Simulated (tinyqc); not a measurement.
Band offsets from two capacitances.

Question. A p-n heterojunction (1: p-type, 2: n-type) in the depletion approximation obeys 1/C^2 = 2 (er1 N1 + er2 N2)(Vbi - V)/(q eps0 er1 er2 N1 N2), with Vbi = dEc + Eg1 - Vt ln(Nc2 Nv1/(N1 N2)), dEc = Ec2 - Ec1 and dEv = Eg2 - Eg1 - dEc. Find N2, Vbi, dEc and dEv.

Values chosen for this exercise; band and dielectric values close to those of InAlAs and InP:
```
symbol    value   unit                                          meaning
T           300      K                                      temperature
Eg1        1.45     eV                           band gap of material 1
er1        12.2                     relative permittivity of material 1
Nv1     1.01e19  cm^-3     valence-band density of states of material 1
Eg2        1.35     eV                           band gap of material 2
er2        12.6                     relative permittivity of material 2
Nc2     5.78e17  cm^-3  conduction-band density of states of material 2
N1       3.4e17  cm^-3                   acceptor density of material 1
```

Constants: q = 1.602176634e-19 C, kB = 1.380649e-23 J/K, Vt = kB T/q, eps0 = 8.8541878128e-14 F/cm where lengths are in cm. Results are converted to the units shown.

C at V = -0.4 and -3.8 V (nF/cm^2): [24.732435, 13.277548]

Solution. The slope of 1/C^2 against -V is (2/(q eps0)) (1/(er2 N2) + 1/(er1 N1)), which gives N2; the intercept is Vbi, and the offsets follow.

N2 = 9.70e15 cm^-3
Vbi = 0.977 V
dEc = -0.280 eV
dEv = 0.180 eV

Computed by the program tinyqc: `OMP_NUM_THREADS=1 python tinyqc.py 2040120 2040121 out.jsonl`, one thread of a shared Intel Xeon 2.30GHz, about 0.05 s for the whole run.
